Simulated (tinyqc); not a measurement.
Temperature and segregation coefficient: dopant redistribution at a moving silicon-oxide interface during parabolic oxidation. Computed by tinyqc, a small Python program. Command: `OMP_NUM_THREADS=1 python tinyqc.py 3023957 3023958 out.jsonl segox walk`. One thread of a shared host (Intel(R) Xeon(R) Processor @ 2.30GHz), about 0.01 s of CPU time with the checks.

Uniformly doped silicon is oxidised with x_ox = sqrt(B t); the interface advances into the silicon by alpha x_ox, alpha = 0.44. The dopant does not move in the oxide, and at the interface C(silicon) = m C(oxide).

Inputs (values chosen for the exercise, modelled on arsenic in silicon under dry oxygen):
```
quantity,value,unit
dopant prefactor D0,9.32,cm^2/s
dopant activation energy E,3.99,eV
oxidation prefactor B0,816,um^2/h
oxidation activation energy E_B,1.24,eV
segregation coefficient m = C(silicon)/C(oxide),7.7,-
```

Constants: k_B = 8.617333262e-05 eV/K.

Method:
- D = D0 exp(-E/(k_B T)), converted with 1 cm^2/s = 3.6e11 um^2/h; B = B0 exp(-E_B/(k_B T)); s = alpha sqrt(B/(4 D)), the interface advance over 2 sqrt(D t).
- Temperatures in kelvin are T(C) + 273.15.
- With the dopant diffusivity D and s = alpha x_ox/(2 sqrt(D t)), in the silicon C = C_B + (C_s - C_B) erfc(y/(2 sqrt(D t)))/erfc(s), y from the original surface. Dopant balance at the interface gives C_s/C_B = 1/[1 + (1/(m alpha) - 1) g], g = sqrt(pi) s exp(s^2) erfc(s).

C_s/C_B:
```
T (C),s,this m,m = 0.2,m = 1/alpha,m = 10
850,5.0732,3.2455,0.08950,1,4.1411
900,2.7690,2.9923,0.09268,1,3.7028
950,1.5880,2.5677,0.10023,1,3.0244
1000,0.9514,2.1028,0.11480,1,2.3527
1050,0.5925,1.7325,0.13857,1,1.8639
1100,0.3819,1.4820,0.17295,1,1.5541
1150,0.2539,1.3218,0.21837,1,1.3640
1200,0.1735,1.2197,0.27410,1,1.2461
```

s falls from 5.07 to 0.174 as T rises, because diffusion has the larger activation energy (3.99 against 1.24 eV); the ratio for this m moves from 3.245 to 1.220, towards 1. At m = 1/alpha the oxide takes exactly what the silicon held, and nothing moves. The ratio does not depend on time, since both lengths grow as sqrt(t).
